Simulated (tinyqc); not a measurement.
What a faster ramp buys: rapid thermal processing of a wafer: radiative balance, ramp and cooling, pattern effects, pyrometer error and spike budget. Computed by tinyqc, a small Python program. Command: `OMP_NUM_THREADS=1 python tinyqc.py 3114093 3114094 out.jsonl rtp walk`. One thread of a shared host (Intel(R) Xeon(R) Processor @ 2.30GHz), about 0.04 s of CPU time with the checks.

The wafer is opaque and uniform through its thickness unless said otherwise; temperatures in formulas are in kelvin (C + 273.15). sigma = 5.670374419e-12 W/(cm^2 K^4).

Inputs (values chosen for the exercise, modelled on a hot silicon wafer):

| quantity | value | unit |
|---|---|---|
| wafer thickness d | 775 | micrometre |
| heat capacity per volume C | 2.23 | J/(cm^3 K) |
| thermal conductivity k | 0.29 | W/(cm K) |
| emissivity eps of each face | 0.61 | - |
| reflectivity of the chamber walls r | 0.33 | - |
| gas heat-transfer coefficient h, both faces together | 4.6 | mW/(cm^2 K) |
| wall temperature T_w | 500 | K |
| process temperature | 840 | C |
| starting temperature | 550 | C |
| ramp rate | 31 | K/s |
| activation energy of the process E_a | 2.7 | eV |

Constants: k_B = 8.617333262e-05 eV/K.

Method:
- Effective emissivity between parallel grey plates: eps_eff = 1/(1/eps + 1/(1 - r) - 1). Loss per area q(T) = 2 eps_eff sigma (T^4 - T_w^4) + h (T - T_w).
- Absorbed power during a ramp = q(T) + C d x ramp rate; thermal time constant tau = C d/(dq/dT), dq/dT = 8 eps_eff sigma T^3 + h; natural cooling rate q/(C d); front-to-back difference under one-sided heating at the end of the ramp = (absorbed power) d/(2 k).
- Cooling with the lamps off: C d dT/dt = -q(T), integrated adaptively (relative tolerance 1e-10).
- Spike anneal: linear ramp to the peak, then lamps off. Equivalent time at the peak = int exp(-(E_a/k_B)(1/T - 1/T_peak)) dt; estimate (k_B T^2/E_a)(1/ramp rate + 1/cooling rate). The ramp part uses 4000 trapezoid steps, the cooling part 4000 steps over 4 tau.

time constant tau = 5.09066 s

holding power q = 10.6556 W/cm^2

natural cooling rate = 61.6554 K/s

Against the ramp rate:

| ramp (K/s) | ramp part (s) | cooling part (s) | total (s) | power at the peak (W/cm^2) |
|---|---|---|---|---|
| 10 | 3.6999 | 0.67731 | 4.3773 | 12.38 |
| 25 | 1.4800 | 0.67731 | 2.1573 | 14.98 |
| 50 | 0.7400 | 0.67731 | 1.4173 | 19.30 |
| 100 | 0.3700 | 0.67731 | 1.0473 | 27.94 |
| 250 | 0.1480 | 0.67731 | 0.8253 | 53.86 |
| 500 | 0.0740 | 0.67731 | 0.7513 | 97.07 |
| 1000 | 0.0370 | 0.67731 | 0.7143 | 183.48 |

What follows from these numbers?

From 10 to 100 K/s the total falls by a factor 4.2, from 100 to 1000 K/s by 1.47: the cooling part, 0.677 s, is a floor, and the natural cooling rate here is 61.7 K/s.

Extremes, crossings and ranges named in words are read from the listed rows.
